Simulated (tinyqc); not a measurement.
Crystallisation kinetics and data retention of a phase-change cell: two steps of the calculation.

Johnson-Mehl-Avrami-Kolmogorov law X = 1 - exp(-y^n), y = integral of k dt, k = (1/100 s) exp[-(Ec q/kB)(1/T - 1/T1)].

Inputs (values chosen for the exercise); values of the order of Ge-Sb-Te and related chalcogenides:
- Ec = 2.29 eV (activation energy of crystallisation)
- T1 = 438 K (temperature at which the rate k is 1/(100 s))
- n = 3.5 (Avrami exponent)
- Xf = 0.4 (crystalline share at which the state is lost)
- T = 364 K (storage temperature)
- b = 5 K/min (heating rate)
- Ta = 403 K (start of the ramp table)
- dT = 5 K (step of the table)
- m = 10 (steps)

Constants: q = 1.602176634e-19 C, kB = 1.380649e-23 J/K. Results are converted to the units shown.

Question 1. Retention. At fixed T the state fails at t = (-ln(1 - Xf))^(1/n)/k; ten years are 3.15576e8 s.

Give: k; y at failure; time to fail; the same in years; temperature for ten years.

Answer 1.

k = 4.3977e-8 1/s
y at failure = 0.82537
time to fail = 1.8768e7 s
the same in years = 0.59473
temperature for ten years = 350.45 K

The cell misses ten years at 364 K.

Question 2. A heating ramp. T rises at the rate b. Start with y = k (kB Ta^2/(q Ec))/b, the integral from cold to Ta to leading order; over each step k is taken as exponential in T, so y gains (dT/b)(k2 - k1)/ln(k2/k1). dX/dt = n y^(n - 1) k exp(-y^n), listed as 0 once y^n exceeds 23.

Find: T; k; y; X; dX/dt.

Answer 2.

```
point  T (K)   k (1/s)         y         X  dX/dt (1/s)
0        403  5.147e-5  0.003775  3.305e-9    1.577e-10
1        408  1.155e-4  0.008528  5.727e-8     2.715e-9
2        413  2.541e-4   0.01907  9.585e-7     4.469e-8
3        418  5.486e-4   0.04203  1.523e-5     6.955e-7
4        423  0.001163   0.09110  2.281e-4     1.019e-5
5        428  0.002423    0.1941  0.003216     1.403e-4
6        433  0.004963    0.4066   0.04197     0.001755
7        438   0.01000    0.8380    0.4165      0.01313
8        443   0.01983     1.700    0.9983     4.340e-4
9        448   0.03874     3.394     1.000            0
10       453   0.07456     6.677     1.000            0
```

Range of the model: One Arrhenius rate is assumed; incubation, growth from the boundary and the non-Arrhenius kinetics of the supercooled liquid are left out.

Numbers from tinyqc (`OMP_NUM_THREADS=1 python tinyqc.py 2490008 2490009 out.jsonl`; about 0.02 s on one thread of a shared Intel Xeon 2.30GHz).
